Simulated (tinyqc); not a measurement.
Hopping conduction between localised states: one step, computed by the program tinyqc.

Energies are counted from the Fermi level. A small network shows the mechanism; the laws of an infinite system follow.

Task: Total conductivity. Mott: T_M = 13.8/(k_B g_0 xi^2), exponent (T_M/T)^(1/3), mean hop r = (1/3) xi times the exponent. Efros-Shklovskii: T_ES = 6.5 e^2/(4 pi eps eps_0 k_B xi), exponent (T_ES/T)^(1/2). Coulomb gap width g_0 (e^2/(4 pi eps eps_0))^2. The numerical coefficients come from percolation theory and are given. sigma = s_1 exp(-E_a/k_B T) + s_2 exp(-larger of the two exponents); reduced activation energy w = d ln(sigma)/d ln(T) by a central difference of +/- 1 %.

Inputs (values chosen for the exercise, for a model amorphous semiconductor):
```
quantity                                    value          unit
localisation length xi                        3.7            nm
density of states g_0                     5.9e+13   1/(eV cm^2)
permittivity eps                              4.9             -
activation energy E_a to extended states     0.12            eV
prefactor of activated conduction             530  microsiemens
prefactor of hopping                         0.28  microsiemens
temperature T                                 170             K
```

Dimension: 2D.

Constants: k_B = 8.617333262e-05 eV/K; e^2/(4 pi eps_0) = 14.39964548 eV angstrom.

Give: activated part; hopping part; conductivity; reduced activation energy w.

Result:

activated part = 0.14682 microsiemens

hopping part = 7.3963e-04 microsiemens

conductivity = 0.14756 microsiemens

reduced activation energy w = 8.1658

Activation to extended states carries 99 %. For sigma = s exp(-(T_0/T)^p), w = p (T_0/T)^p, so the slope of ln w against ln T gives -p.
